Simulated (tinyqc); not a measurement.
Worked calculation: round or elliptic silicon nanowire with anisotropic valleys (Ritz method). Values are carried at full precision from step to step, so a last printed digit may differ when a step is redone from the rounded ones.

Wire along x = [110] on a (001) wafer, y = [-110], z = [001]. Valley groups (w = inverse masses): A, two valleys along z: w_y = 1/mt, w_z = 1/ml, m_x = mt; B, four valleys in the wafer plane: w_y = (1/ml + 1/mt)/2, w_z = 1/mt, m_x = (ml + mt)/2.

Constants: hbar^2/2m0 = 3.80998211 eV angstrom^2; kB = 8.617333262e-05 eV/K.

Inputs chosen for the exercise (near those of a Si nanowire; shifted at random, so the results belong to these values and not to a real crystal): ml = 0.924 m0 (longitudinal mass); mt = 0.192 m0 (transverse mass); a = 38 angstrom (semi-axis along y); b = 38 angstrom (semi-axis along z); group = B (valley group worked out); T = 350 K (temperature).

## Stretching the ellipse

Scaling y by 1/sqrt(w_y) and z by 1/sqrt(w_z) makes the mass 1 and the semi-axes A = a/sqrt(w_y), B = b/sqrt(w_z). List them with the one-function estimate 3c (1/A^2 + 1/B^2) and the slender limit c (pi/2s)^2 (1 + 2s/(pi l)), s and l the smaller and larger of A, B; c = hbar^2/2m0.

Groups:
```
group,g,A,B,axis ratio,one function (eV),slender limit (eV)
A,2,16.65,36.53,2.194,0.0498,0.0437
B,4,21.43,16.65,1.287,0.0661,0.0507
```

The one-function value suits axis ratios near 1 and the slender limit ratios well above 2.

## Matrices of three even functions

Hard wall on the ellipse (y/a)^2 + (z/b)^2 = 1, c = hbar^2/2m0. With u = y/a, v = z/b the operator is -c [(w_y/a^2) d2/du2 + (w_z/b^2) d2/dv2] on the unit disc. Basis (1 - u^2 - v^2) u^i v^j; S, X and Y are the disc integrals of f f', (df/du)(df'/du) and (df/dv)(df'/dv), from the integral of u^p v^q = 2 Gamma((p+1)/2) Gamma((q+1)/2)/((p + q + 2) Gamma((p+q+2)/2)) for even p, q; H = c (w_y X/a^2 + w_z Y/b^2).

Basis 1, u^2, v^2 times (1 - u^2 - v^2); form S and H for the chosen group.

S, lower triangle:
```
,1,u^2,v^2
1,1.047198
u^2,0.130900,0.039270
v^2,0.130900,0.013090,0.039270
```

H (meV), lower triangle:
```
,1,u^2,v^2
1,69.2438
u^2,11.5406,8.6730
v^2,11.5406,1.4426,11.5231
```

## Lowest level in this basis

Solve H p = E S p for the wire level; give E, the ratios p2/p1 and p3/p1, and H11/S11.

E = 63.6 meV

ratios: -0.49  -0.32

one function = 66.1 meV

The two added functions lower the level by 2.5 meV (3.8 %), mostly by narrowing the state along u, the direction in which the stretched ellipse is long.

## Subbands

Converged values use 21 functions of each parity class (e or o in u, then in v).

The nine lowest levels of all groups and parity classes.

Subbands:
```
"group, parity",g,m_x (m0),E (eV)
A ee,2,0.1920,0.0472
B ee,4,0.5580,0.0636
A eo,2,0.1920,0.0794
A ee,2,0.1920,0.1234
B oe,4,0.5580,0.1414
A oe,2,0.1920,0.1586
A eo,2,0.1920,0.1798
B eo,4,0.5580,0.1813
A oo,2,0.1920,0.2095
```

At 350 K and without degeneracy the populations go as g sqrt(m_x) exp(-E/kB T): among these nine the lowest level holds 28 % and the light transport mass mt 40 % of the electrons.

## Checks

- Circle of radius a with both masses mt against c (2.404826/R)^2/m, eV: both 0.0795.

tinyqc: `OMP_NUM_THREADS=1 python tinyqc.py 1250728 1250729 out.jsonl`; about 0.02 s, one thread, shared Intel(R) Xeon(R) Processor @ 2.30GHz.
